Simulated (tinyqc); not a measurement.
Effective mass of the conduction band from tabulated energies: one step. Which mass for which use. Three cases, with inputs chosen for the exercise.

Task: From the fitted m and alpha: momentum mass at energy E, m (1 + 2 alpha E); curvature mass m (1 + 2 alpha E)^3; thermal factors to first order in alpha kT: density of states Nc (1 + 15 alpha kT/4), conductivity mass m (1 + 5 alpha kT). Take E = 3 kT/2.

Constants: kB = 8.617333262e-05 eV/K.

Case 1.

Values chosen (out of a larger set: band of an eight-band Kane model near GaSb; not measured data): T = 77 K (temperature).

m = 0.0396000 m0
alpha = 1.19745 1/eV

Case 2.

Values chosen (out of a larger set: band of an eight-band Kane model near InP; not measured data): T = 77 K (temperature).

m = 0.0809047 m0
alpha = 0.69317 1/eV

Case 3.

Values chosen (out of a larger set: band of an eight-band Kane model near InP; not measured data): T = 300 K (temperature).

m = 0.0810218 m0
alpha = 0.57967 1/eV

Give: alpha kT; momentum mass; curvature mass; factor on Nc; thermal conductivity mass.

Result:

Case 1.

alpha kT = 0.0079
momentum mass = 0.04054 m0
curvature mass = 0.04250 m0
factor on Nc = 1.0298
thermal conductivity mass = 0.04117 m0

Case 2.

alpha kT = 0.0046
momentum mass = 0.08202 m0
curvature mass = 0.08430 m0
factor on Nc = 1.0172
thermal conductivity mass = 0.08277 m0

Case 3.

alpha kT = 0.0150
momentum mass = 0.08466 m0
curvature mass = 0.09245 m0
factor on Nc = 1.0562
thermal conductivity mass = 0.08709 m0

alpha kT is small, so first order serves.

Computed by tinyqc, one run a case: `OMP_NUM_THREADS=1 python tinyqc.py N N+1 out.jsonl` with N = 1850433, 1850440, 1850673; one thread of a shared Intel(R) Xeon(R) Processor @ 2.30GHz, about 0.01 s a run at most.
